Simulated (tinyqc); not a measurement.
# Long-channel MOSFET, surface-potential model, step by step

tinyqc, about 0.04 s, one thread, Intel Xeon 2.30GHz (shared host): `OMP_NUM_THREADS=1 python tinyqc.py 2360121 2360122 out.jsonl` Printed values are rounded.

n-channel transistor on a uniformly doped p-type body, gradual-channel approximation, constant mobility, Boltzmann statistics, full ionisation. Potentials are counted from the neutral body; V is the electron quasi-Fermi potential, Vsb at the source and Vsb + Vds at the drain. Charges are magnitudes per area.

Values chosen for this exercise; material values close to those of silicon: temperature T = 300 K; band gap Eg = 1.13 eV; relative permittivity of the semiconductor eps_r = 11.8; conduction-band density of states at T Nc = 2.79e19 cm^-3; valence-band density of states at T Nv = 2.64e19 cm^-3; acceptor density of the body Na = 4.1e15 cm^-3; relative permittivity of the gate insulator eox = 7.39; insulator thickness tox = 8.7 nm; flat-band voltage Vfb = -0.8 V; channel mobility mu = 440 cm^2/(V s); gate width W = 20 um; gate length L = 10 um; source-body reverse bias Vsb = 0 V; gate-source voltage Vgs = 0.07 V; drain-source voltage Vds = 0.8 V.

Constants: q = 1.602176634e-19 C, kB = 1.380649e-23 J/K, Vt = kB T/q, eps0 = 8.8541878128e-14 F/cm where lengths are in cm. Results are converted to the units shown.

## Body potential, insulator capacitance and body factor

ni = sqrt(Nc Nv) exp(-Eg/(2 Vt)), Eg in volts; phiF = Vt ln(Na/ni); Cox = eps0 eox/tox; gamma = sqrt(2 q eps0 eps_r Na)/Cox. VT = Vfb + 2 phiF + gamma sqrt(2 phiF + Vsb), m = 1 + gamma/(2 sqrt(2 phiF + Vsb)).

ni = 8.75028e9 cm^-3
phiF = 0.337560 V
Cox = 0.752097 uF/cm^2
gamma = 0.0492610 V^0.5
VT = -0.0844039 V
m = 1.02998

## Iteration 1: surface potential at the source by Newton steps

psi at the start (the root without inversion charge) = 0.825937 V

With V = Vsb: G = psi - Vt + Vt e, e = exp((psi - 2 phiF - Vsb)/Vt); f = Vgs + Vsb - Vfb - psi - gamma sqrt(G); f' = -1 - gamma (1 + e)/(2 sqrt(G)); psi(new) = psi - f/f'.

G = 9.63294 V
f = -0.108828 V
f' = -3.71938
psi after iteration 1 = 0.796677 V

## Iteration 2: surface potential at the source by Newton steps

As before.

G = 3.61894 V
f = -0.0203891 V
f' = -2.43936
psi after iteration 2 = 0.788319 V

## Course of the iteration: surface potential at the source by Newton steps

Stop when psi changes by less than 1e-10 V, or after 40 iterations.

Course of the iteration:
```
iteration   psi (V)  |change| (V)
1          0.796677        0.0293
2          0.788319       8.36e-3
3          0.787816       5.03e-4
4          0.787814       1.64e-6
5          0.787814      1.74e-11
```

Converged in 5 iterations. At the end the number of correct digits about doubles with each step.

## Charges and current of the charge-sheet model

psi_0 = 0.787814 V
psi_L = 0.825937 V

psi_0 and psi_L solve Vgs + Vsb - Vfb - psi = gamma sqrt(G) at V = Vsb and Vsb + Vds. Qi = Cox gamma [sqrt(G) - sqrt(psi - Vt)], G = psi - Vt + Vt exp((psi - 2 phiF - V)/Vt), at both ends. With U = Vgs + Vsb - Vfb: drift = mu (W/L) Cox [U (psi_L - psi_0) - (psi_L^2 - psi_0^2)/2 - (2/3) gamma ((psi_L - Vt)^1.5 - (psi_0 - Vt)^1.5)]; diffusion = mu (W/L) Vt (Qi0 - QiL).

Qi0 = 29.4712 nC/cm^2
QiL = 6.65083e-12 nC/cm^2
drift current = 0.494295 uA
diffusion current = 0.670462 uA
drain current = 1.16476 uA

Drift carries 42.4 % of the current. The drain end is pinched off: its charge is under 1 % of that at the source.

## Inversion charge along the channel

V, point 0 to 6 (V): 0  0.133333  0.266667  0.4  0.533333  0.666667  0.8

The surface potential psi at channel potential V solves Vgs + Vsb - Vfb - psi = gamma sqrt(G), G = psi - Vt + Vt exp((psi - 2 phiF - V)/Vt). Charge sheet: Qi = Cox gamma [sqrt(G) - sqrt(psi - Vt)]. Pao-Sah: Qi = (Cox gamma/2) integral from 3 Vt to psi of exp((u - 2 phiF - V)/Vt)/sqrt(G(u, V)) du.

```
point   psi (V)  Qi, charge sheet (nC/cm^2)  Qi, Pao-Sah (nC/cm^2)
0      0.787814                     29.4712                29.9087
1      0.824659                    0.988139                1.00486
2      0.825929                  0.00605776             0.00616081
3      0.825937                  3.48802e-5             3.54735e-5
4      0.825937                  2.00761e-7             2.04176e-7
5      0.825937                  1.15552e-9             1.17518e-9
6      0.825937                 6.65083e-12            6.76396e-12
```

At the source the charge-sheet charge is 1.5 % below the Pao-Sah one.

## Pao-Sah current by Simpson's rule

I = mu (W/L) integral of Qi dV; Simpson's rule on the 7 points, step Vds/6, weights 1, 4, 2, ..., 4, 1 times step/3.

Pao-Sah current = 1.32745 uA

Gauss-Legendre quadrature on many points gives 1.296 uA, so this value is 2.5 % above it; the charge-sheet current, 1.165 uA, is 10 % below it.
